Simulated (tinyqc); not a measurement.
Metal-interlayer-semiconductor contact, depinning against tunnelling resistance: one step of the calculation.

Zero bias, n-type semiconductor. Gap states at the semiconductor surface thin out as exp(-be ti), which unpins the barrier; electrons must then cross the interlayer (a rectangular barrier, no voltage drop across it) and the parabolic depleted layer, both by WKB. Energies E are counted from the Fermi level; no image force, parabolic bands.

Task. Pinning, barrier and scales. S = 1/(1 + (1/S0 - 1) exp(-be ti)); phiB = S (phiM - chi) + (1 - S)(Eg - E0); xi = Ec - EF deep inside, from Nd = Nc F(-xi/Vt), F(x) = (2/sqrt(pi)) int_0^infinity sqrt(u) du/(1 + exp(u - x)); band bending U = phiB - xi; E00 = (hbar/2) sqrt(Nd/(eps0 eps_r mt m0)) in volts; A = 4 pi q mA m0 kB^2/h^3.

Inputs (values chosen for the exercise); semiconductor values close to those of gallium arsenide; interlayer mass of the order of that in lanthanum oxide, offset chosen freely:
```
symbol   value   unit                                              meaning
T          300      K                                          temperature
Eg        1.36     eV                                             band gap
eps_r     13.1                                       relative permittivity
chi       4.12     eV                                    electron affinity
Nc      4.4e17  cm^-3               conduction-band density of states at T
mt       0.065     m0                 tunnelling mass in the semiconductor
mA      0.0673     m0                                      Richardson mass
Nd      8.9e17  cm^-3                                        donor density
E0        0.51     eV       charge-neutrality level above the valence band
S0         0.1                           pinning factor without interlayer
phiM      4.21     eV                                  metal work function
ti         1.2     nm                                 interlayer thickness
be         1.9   1/nm  decay constant of gap states through the interlayer
```

Constants: q = 1.602176634e-19 C, kB = 1.380649e-23 J/K, eps0 = 8.8541878128e-12 F/m, hbar = 1.054571817e-34 J s, h = 6.62607015e-34 J s, m0 = 9.1093837015e-31 kg, Vt = kB T/q. Results are converted to the units shown.

Wanted: S; phiB; xi; U; E00; A.

Result.

S = 0.52068
phiB = 0.45428 eV
xi = -0.036206 eV
U = 0.49049 eV
E00 = 0.018981 eV
A = 8.0877 A/(cm^2 K^2)

tinyqc, about 0.02 s, one thread, Intel Xeon 2.30GHz (shared host): `OMP_NUM_THREADS=1 python tinyqc.py 2270087 2270088 out.jsonl`
